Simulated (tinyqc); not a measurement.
Inside a calculation. Method: coupled-perturbed Hartree-Fock on RHF in the 6-31g basis, for H3-, spin multiplicity 1. The basis has no diffuse functions, so it cannot describe the extra electron: this is an exercise in the method, not the real anion. One step of it, computed by the program tinyqc.

Question. Coupled step 2. U_ai = -(mu_ai + sum_bj [4 (ai|bj) - (ab|ij) - (aj|bi)] U_bj) / (e_a - e_i); alpha = -4 sum U_ai mu_ai.

U after step 1:
```
           i1         i2
a3   1.038017   1.672307
a4  -0.067979   0.093345
a5   0.086978  -0.000828
a6   0.096286   0.006389
```

dipole integrals <a|y|i> (bohr):
```
           i1         i2
a3  -0.622063  -0.640388
a4   0.068305  -0.027984
a5  -0.023169  -0.000015
a6  -0.101014   0.022575
```

orbital energies (hartree): MO1 -0.241578, MO2 0.005935, MO3 0.487801, MO4 1.323567, MO5 1.404372, MO6 1.435737

Two-electron integrals over orbitals (pq|rs), unique and non-zero (hartree):
```
(11|11) 0.469998    (21|11) -0.000030   (21|21) 0.116487    (22|11) 0.391518
(22|21) 0.000030    (22|22) 0.398939    (31|11) 0.064033    (31|21) 0.000014
(31|22) -0.013606   (31|31) 0.076763    (32|11) 0.000023    (32|21) -0.076994
(32|22) -0.000025   (32|31) -4.31e-06   (32|32) 0.071768    (33|11) 0.383280
(33|21) -0.000009   (33|22) 0.338134    (33|31) 0.043439    (33|32) 0.000011
(33|33) 0.351472    (41|11) 0.077230    (41|21) -0.000036   (41|22) 0.063819
(41|31) 0.010106    (41|32) 0.000017    (41|33) 0.047154    (41|41) 0.056450
(42|11) -0.000053   (42|21) 0.048667    (42|22) -0.000025   (42|31) 3.69e-06
(42|32) -0.028880   (42|33) -0.000022   (42|41) -0.000054   (42|42) 0.048296
(43|11) -0.001108   (43|21) 1.85e-06    (43|22) -0.019781   (43|31) 0.012822
(43|32) 0.000005    (43|33) -0.001623   (43|41) 0.001874    (43|42) 0.000021
(43|43) 0.027220    (44|11) 0.427320    (44|21) -0.000135   (44|22) 0.383204
(44|31) 0.034819    (44|32) 0.000091    (44|33) 0.355585    (44|41) 0.077905
(44|42) -0.000118   (44|43) -0.014372   (44|44) 0.422203    (51|11) -4.63e-06
(51|21) 0.048933    (51|22) 0.000053    (51|31) -0.000024   (51|32) -0.027320
(51|33) -5.93e-07   (51|41) -0.000016   (51|42) 0.046743    (51|43) -0.000011
(51|44) -0.000047   (51|51) 0.046382    (52|11) 0.081612    (52|21) 0.000066
(52|22) 0.087041    (52|31) -0.008848   (52|32) -0.000039   (52|33) 0.042677
(52|41) 0.052651    (52|42) 0.000025    (52|43) -0.022252   (52|44) 0.095402
(52|51) 0.000096    (52|52) 0.077590    (53|11) -0.000066   (53|21) -0.013161
(53|22) -0.000051   (53|31) -0.000019   (53|32) -0.001233   (53|33) -0.000043
(53|41) -0.000017   (53|42) -0.024410   (53|43) -0.000008   (53|44) -0.000040
(53|51) -0.023774   (53|52) -0.000069   (53|53) 0.021489    (54|11) -0.000039
(54|21) 0.126558    (54|22) 0.000054    (54|31) -0.000014   (54|32) -0.085943
(54|33) -0.000018   (54|41) -0.000047   (54|42) 0.071346    (54|43) -4.75e-06
(54|44) -0.000167   (54|51) 0.071010    (54|52) 0.000114    (54|53) -0.025726
(54|54) 0.164913    (55|11) 0.394693    (55|21) 0.000265    (55|22) 0.410423
(55|31) -0.020778   (55|32) -0.000192   (55|33) 0.332697    (55|41) 0.085982
(55|42) 0.000105    (55|43) -0.032717   (55|44) 0.413629    (55|51) 0.000218
(55|52) 0.123242    (55|53) -0.000113   (55|54) 0.000383    (55|55) 0.464454
(61|11) -0.035505   (61|21) -0.000043   (61|22) 0.024731    (61|31) -0.053773
(61|32) 0.000021    (61|33) -0.029652   (61|41) -0.012394   (61|42) -0.000048
(61|43) -0.037933   (61|44) -0.006792   (61|51) 4.23e-06    (61|52) 0.028408
(61|53) 0.000027    (61|54) -0.000030   (61|55) 0.044646    (61|61) 0.077420
(62|11) -0.000066   (62|21) 0.053203    (62|22) -0.000041   (62|31) 0.000011
(62|32) -0.028591   (62|33) -0.000030   (62|41) -0.000061   (62|42) 0.040118
(62|43) 0.000024    (62|44) -0.000135   (62|51) 0.040508    (62|52) 0.000006
(62|53) -0.023075   (62|54) 0.071917    (62|55) 0.000074    (62|61) -0.000050
(62|62) 0.041521    (63|11) -0.108396   (63|21) 0.000014    (63|22) -0.057253
(63|31) -0.042709   (63|32) -3.72e-06   (63|33) -0.065490   (63|41) -0.052737
(63|42) 0.000038    (63|43) -0.015064   (63|44) -0.091593   (63|51) 0.000024
(63|52) -0.038695   (63|53) 0.000025    (63|54) 0.000034    (63|55) -0.065341
(63|61) 0.044451    (63|62) 0.000044    (63|63) 0.075455    (64|11) -0.036327
(64|21) -0.000139   (64|22) 0.044164    (64|31) -0.078853   (64|32) 0.000090
(64|33) -0.032217   (64|41) 0.004189    (64|42) -0.000096   (64|43) -0.032061
(64|44) -0.001730   (64|51) -0.000029   (64|52) 0.044248    (64|53) 0.000034
(64|54) -0.000139   (64|55) 0.077083    (64|61) 0.081793    (64|62) -0.000106
(64|63) 0.039075    (64|64) 0.116307    (65|11) 0.000013    (65|21) 0.097183
(65|22) 0.000027    (65|31) 0.000045    (65|32) -0.070902   (65|33) 0.000021
(65|41) -0.000024   (65|42) 0.060073    (65|43) 0.000023    (65|44) -0.000112
(65|51) 0.059136    (65|52) 0.000073    (65|53) -0.018883   (65|54) 0.128932
(65|55) 0.000274    (65|61) -0.000090   (65|62) 0.055436    (65|63) -0.000017
(65|64) -0.000190   (65|65) 0.105614    (66|11) 0.489124    (66|21) -0.000140
(66|22) 0.381427    (66|31) 0.096059    (66|32) 0.000106    (66|33) 0.405463
(66|41) 0.110799    (66|42) -0.000129   (66|43) 0.018225    (66|44) 0.456196
(66|51) -0.000091   (66|52) 0.087114    (66|53) -0.000060   (66|54) -0.000211
(66|55) 0.398437    (66|61) -0.083558   (66|62) -0.000135   (66|63) -0.151586
(66|64) -0.086690   (66|65) -0.000081   (66|66) 0.583601
```

Give: U after step 2; polarisability.

Answer.

U after step 2:
```
         i1       i2
a3   1.0805   1.7843
a4  -0.0757   0.1221
a5   0.1157  -0.0003
a6   0.1076   0.0115
```

polarisability = 7.3468 bohr^3
